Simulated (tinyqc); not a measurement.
## Voltage drop against the resistance from a pad node to the supply

A grid of 13 by 13 nodes with segments Rx (rows) and Ry (columns); every node draws I1 and the central node kh I1; pads with resistance Rp sit at the nodes whose row and column are multiples of the pitch, counting from 0. The drops u = Vdd - V follow from G u = i, with G the conductance matrix and i the load currents, solved directly. Here the pitch is 3.

Parameters, values chosen for the exercise:
- Vdd = 1 V (supply voltage)
- Rx = 1.2 ohm (resistance of a horizontal segment)
- Ry = 0.11 ohm (resistance of a vertical segment)
- kh = 5 (factor on the load at the hot node)
- I1 = 0.32 mA (load current of a node in the large grid)

Result of one run:
```
pads  worst drop (mV)  mean drop (mV)  largest drop at a pad (mV)  largest pad current (mA)  worst drop over Vdd (%)
25             0.7174          0.5158                      0.3376                     3.516                  0.07174
```

Which resistance from a pad node to the supply Rp gave this result: 0.012, 0.096, 0.19 or 0.77 ohm?

Rp = 0.096 ohm.

The whole series:
columns A: Rp (ohm); B: pads; C: worst drop (mV); D: mean drop (mV); E: largest drop at a pad (mV); F: largest pad current (mA); G: worst drop over Vdd (%)
```
A       B       C       D        E      F        G
0.012  25  0.4832  0.3197  0.04823  4.019  0.04832
0.024  25  0.5178  0.3480  0.09394  3.914  0.05178
0.048  25  0.5857  0.4043   0.1799  3.747  0.05857
0.096  25  0.7174  0.5158   0.3376  3.516  0.07174
0.19   25  0.9661  0.7319   0.6177  3.251  0.09661
0.38   25   1.447   1.164    1.134  2.983   0.1447
0.77   25   2.391   2.042    2.112  2.743   0.2391
```

The worst drop rises from 0.483 to 2.39 mV and the mean drop rises from 0.320 to 2.04 mV. The worst drop goes as Rp^(0.10) between the first two rows and Rp^(0.71) between the last two. The central node is itself a pad.

Numbers from tinyqc (`OMP_NUM_THREADS=1 python tinyqc.py 2770198 2770199 out.jsonl`; about 0.1 s on one thread of a shared Intel Xeon 2.30GHz).
